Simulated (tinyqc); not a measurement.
ESD clamp with bipolar snapback, compact model and design window: one step of the calculation.

The drain junction multiplies the current that enters it: Igen = (M - 1)(Ic + I0), M = 1/(1 - (Vj/BV)^n). The generated holes leave through the substrate resistance and the base of the parasitic npn: Igen = Vb/Rb + Ic/be, Ic = Is exp(Vb/Vt). Terminal current I = Ic + I0 + Igen and voltage V = Vj + I Ro, per width. Isothermal, constant gain.

Question. Design window and human-body level. Human-body model: 100 pF through 1500 ohm, peak current about (level - Vt2)/1500 ohm, decay time 150 ns. All fingers turn on before the first fails if Vt2 > Vt1; then the clamp carries Nf Wf It2, otherwise in the worst case Wf It2. Margins: Vh - 1.1 Vdd against latching in operation, Vox - max(Vt1, Vt2) for the protected oxide.

Values chosen for this exercise; values close to those of grounded-gate n-channel clamps: failure current for 100 ns It2 = 7.9 mA/um; finger width Wf = 30 um; number of fingers Nf = 4; human-body-model level Lv = 2 kV; oxide breakdown voltage for 100 ns Vox = 11.5 V; supply voltage Vdd = 5 V.

Vt1 = 6.4018508 V
Vh = 4.5098116 V
Vt2 = 5.6936636 V

Wanted: peak current; current the clamp carries; level it withstands; holding margin; oxide margin.

Answer.

peak current = 1.330 A
current the clamp carries = 0.2370 A
level it withstands = 0.3612 kV
holding margin = -0.9902 V
oxide margin = 5.098 V

Uniform turn-on is not assured; the clamp fails the level. The holding margin is negative.

tinyqc, about 0.02 s, one thread, Intel Xeon 2.30GHz (shared host): `OMP_NUM_THREADS=1 python tinyqc.py 2670126 2670127 out.jsonl`
